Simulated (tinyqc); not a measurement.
Three surfaces against bond counting: Gupta-type many-body potential for a metal. Computed by tinyqc, a small Python program. Command: `OMP_NUM_THREADS=1 python tinyqc.py 3031675 3031676 out.jsonl gupta walk`. One thread of a shared host (Intel(R) Xeon(R) Processor @ 2.30GHz), about 0.01 s of CPU time with the checks.

E_i = sum_j A exp(-p (r_ij/r0 - 1)) - xi rho_i^gamma, with rho_i = sum_j exp(-2 q (r_ij/r0 - 1)); gamma = 1/2 is the tight-binding second-moment form. The crystal is fcc unless stated; d is the neighbour distance and a fixed number of shells is kept.

Inputs (values chosen for the exercise, modelled on platinum):

| quantity | value | unit |
|---|---|---|
| repulsion A | 0.301 | eV |
| hopping xi | 2.65 | eV |
| decay p | 10.4 | - |
| decay q | 3.97 | - |
| reference distance r0 | 2.775 | angstrom |
| shells kept | 1 | - |
| embedding exponent gamma | 0.5 | - |

Constants: 1 eV/angstrom^3 = 160.2176634 GPa; 1 eV/angstrom^2 = 16.02176634 J/m^2.

Method:
- fcc shells: d sqrt(k), k = 1..5, with 12, 6, 24, 12, 24 atoms; Omega = d^3/sqrt2.
- Equilibrium: dE/dd = 0; B = d^2 E''(d)/(9 Omega).
- Cut the crystal without relaxation; an atom in layer l keeps the neighbours that lie below the surface plane. Excess = E_i + E_c. Surface energy = sum of excesses over the layers, divided by the area per surface atom: (sqrt3/2) d^2 for (111), d^2 for (100), sqrt2 d^2 for (110).
- Bond counting with pair bonds charges E_c/12 for each missing nearest neighbour: 3, 4 and 6 per surface cell.

neighbour distance d = 2.78807 angstrom

cohesive energy E_c = 5.57048 eV

Surfaces:

| face | missing bonds | excess (eV) | bond counting (eV) | ratio | surface energy (J/m^2) |
|---|---|---|---|---|---|
| (111) | 3 | 0.34725 | 1.3926 | 0.24935 | 0.8265 |
| (100) | 4 | 0.50689 | 1.8568 | 0.27299 | 1.0448 |
| (110) | 6 | 0.79237 | 2.7852 | 0.28449 | 1.1548 |

What does the comparison show, and why?

The order of surface energies is (111) < (100) < (110), with (110)/(111) = 1.397 against 1.225 from counting first-neighbour bonds. The excess is 0.25 to 0.28 of the bond-counting value: atoms with fewer neighbours have stronger bonds. Caution: relaxation, left out here, lowers surface energies. Caution: fitted second-moment potentials usually give surface energies well below measured ones.
